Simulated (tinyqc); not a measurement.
Gate sheet resistance from two finger widths.

Problem. At low frequency R = Rsh Wf/(3 L) + B/Wf, where B collects the channel and vertical terms. Find Rsh, B and the width of lowest R.

Inputs (values chosen for the exercise): channel length L = 0.053 um.

input resistance of single fingers, contacted at one end, of width 1.3 and 5.9 um (ohm): 476.53604  1199.4670

Solution. R Wf is a straight line in Wf^2; the minimum of R lies where both terms are equal.

Rsh = 31.0 ohm/square
B = 290 ohm um
width of lowest R = 1.22 um

Numbers from tinyqc (`OMP_NUM_THREADS=1 python tinyqc.py 2262129 2262130 out.jsonl`; about 0.01 s on one thread of a shared Intel Xeon 2.30GHz).
